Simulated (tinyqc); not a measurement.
Comparisons within one model: configuration-coordinate model of carrier capture at a defect. A value that a table varies takes the place of the one given here.

Two parabolas of equal curvature k in one coordinate Q: with the carrier free at the band edge, U_f = k Q^2/2; with the carrier trapped, U_t = k (Q - dQ)^2/2 - ET. ER = k dQ^2/2, Huang-Rhys factor S = ER/hw, hw = 0.0646541 sqrt(k/M) eV for k in eV/angstrom^2 and M in u. The curves cross at a height Eb = (ER - ET)^2/(4 ER) above the free minimum.

Multiphonon factor for giving p = ET/hw phonons to the lattice: W = exp(-S (2 nb + 1)) ((nb + 1)/nb)^(p/2) I_p(x), nb = 1/(exp(hw/kT) - 1), x = 2 S sqrt(nb (nb + 1)), I_p the modified Bessel function. Classical limit: W = hw exp(-Eb/kT)/sqrt(4 pi ER kT). At T = 0: exp(-S) S^p/Gamma(p + 1).

Constants: kB = 8.617333262e-05 eV/K.

Values chosen for the exercise (of the size met at a DX centre in AlGaAs; the results hold for these values, not for the real material): ET = 0.1 eV (thermal depth of the level below the band edge); ER = 0.84 eV (relaxation energy); hw = 0.01 eV (phonon energy of the mode); T = 400 K (temperature).

## Capture against temperature

The local activation energy is -d ln W/d(1/kT), by central differences with T changed by 1 %.

Against T:

| T (K) | kT/hw | log10 W | log10 W, classical | activation energy (eV) |
|---|---|---|---|---|
| 40 | 0.345 | -18.057 | -21.815 | 0.0832 |
| 60 | 0.517 | -13.809 | -15.058 | 0.1188 |
| 80 | 0.689 | -11.146 | -11.698 | 0.1344 |
| 120 | 1.034 | -8.192 | -8.364 | 0.1460 |
| 160 | 1.379 | -6.641 | -6.715 | 0.1492 |
| 220 | 1.896 | -5.355 | -5.384 | 0.1498 |
| 300 | 2.585 | -4.444 | -4.456 | 0.1480 |
| 400 | 3.447 | -3.829 | -3.834 | 0.1445 |
| 550 | 4.740 | -3.341 | -3.343 | 0.1386 |

log10 W at T = 0 = -23.798
Eb = 0.1630 eV

At 40 K log10 W is -18.06, against -23.80 at T = 0 and -21.8 classically; at 550 K the two forms differ by 0.00. The activation energy read from an Arrhenius plot goes from 0.083 eV at 40 K to 0.139 at 550 K, with its largest value 0.150 at 220 K, against Eb = 0.163 eV; the classical form itself gives Eb - kT/2. A measured slope therefore understates the barrier.

## Capture against depth of the level

ET is varied at fixed ER, hw and T, as by moving the band edge with alloying or pressure.

Against ET:

| ET/ER | ET (eV) | Eb (eV) | log10 W | log10 W, classical |
|---|---|---|---|---|
| 0.10 | 0.084 | 0.1701 | -3.918 | -3.924 |
| 0.25 | 0.210 | 0.1181 | -3.264 | -3.269 |
| 0.50 | 0.420 | 0.0525 | -2.439 | -2.442 |
| 0.75 | 0.630 | 0.0131 | -1.945 | -1.946 |
| 1.00 | 0.840 | 0.0000 | -1.782 | -1.780 |
| 1.25 | 1.050 | 0.0131 | -1.947 | -1.946 |
| 1.50 | 1.260 | 0.0525 | -2.439 | -2.442 |
| 2.00 | 1.680 | 0.2100 | -4.394 | -4.426 |
| 3.00 | 2.520 | 0.8400 | -12.101 | -12.364 |

Capture is fastest at ET/ER = 1 among these rows, where the barrier vanishes or nearly so. The classical form is symmetric about ET = ER; the quantum one gives -2.44 at 0.5 and -2.44 at 1.5, against -2.44 for both. At ET = 3 ER it lies 0.3 decades above the classical value: deep levels capture by emitting many phonons, and the rate falls with depth by 9.2 decades per eV between the last two rows. Rows deeper than the gap of the host are formal.

## What each parameter does

Eb, log10 W and the full width 2.35482 sqrt(ER hw coth(hw/2kT)). Each row changes one parameter from the base and keeps the others.

Results:

| case | Eb (eV) | log10 W | full width (eV) |
|---|---|---|---|
| base | 0.1630 | -3.829 | 0.5686 |
| ET = 0.14 eV | 0.1458 | -3.613 | 0.5686 |
| ER = 0.89 eV | 0.1753 | -3.996 | 0.5853 |
| hw = 0.012 eV | 0.1630 | -3.747 | 0.5695 |
| T = 430 K | 0.1630 | -3.702 | 0.5893 |

The largest shifts from the base row, up to three for each result and ties (the steps differ in size, so this ranks the rows, not the parameters). Eb (eV): ET -0.0171, ER +0.0123; unchanged at the printed digits by hw and T. log10 W: ET +0.216, ER -0.168, T +0.127. full width (eV): T +0.0207, ER +0.0167, hw +0.0009; unchanged at the printed digits by ET.

Run: tinyqc, `OMP_NUM_THREADS=1 python tinyqc.py 1482202 1482203 out.jsonl`; Intel(R) Xeon(R) Processor @ 2.30GHz, one thread, shared host; about 0.01 s of CPU time with all checks.
